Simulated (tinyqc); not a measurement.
## Thickness and doping from the maximum and minimum capacitance

Question. A MOS capacitor has Cmax = Cox = eps0 eox/tox and 1/Cmin = 1/Cox + Wm/(eps0 eps_r), with Wm = sqrt(4 eps0 eps_r Vt ln(N/ni)/(q N)) and N well above ni. Find tox, Wm and N.

Parameters, values chosen for the exercise; band and dielectric values close to those of gallium arsenide:

| symbol | value | unit | meaning |
|---|---|---|---|
| T | 293 | K | temperature |
| eps_r | 13 |  | relative permittivity |
| eox | 3.9 |  | relative permittivity of the gate insulator (close to silicon dioxide) |

Constants: q = 1.602176634e-19 C, kB = 1.380649e-23 J/K, Vt = kB T/q, eps0 = 8.8541878128e-14 F/cm where lengths are in cm. Results are converted to the units shown.

Cmax = 0.88541878 uF/cm^2
Cmin = 0.010820563 uF/cm^2
ni = 7.8371052e5 cm^-3

Solution. Cmax gives tox and the series difference Wm. N follows by iterating N = 4 eps0 eps_r Vt ln(N/ni)/(q Wm^2); ln(N/ni)/N falls steadily for N > e ni, so there is one root in that range.

tox = 3.900 nm
Wm = 1051 nm
N = 1.400e15 cm^-3

Computed by the program tinyqc: `OMP_NUM_THREADS=1 python tinyqc.py 2060130 2060131 out.jsonl`, one thread of a shared Intel Xeon 2.30GHz, about 0.01 s for the whole run.
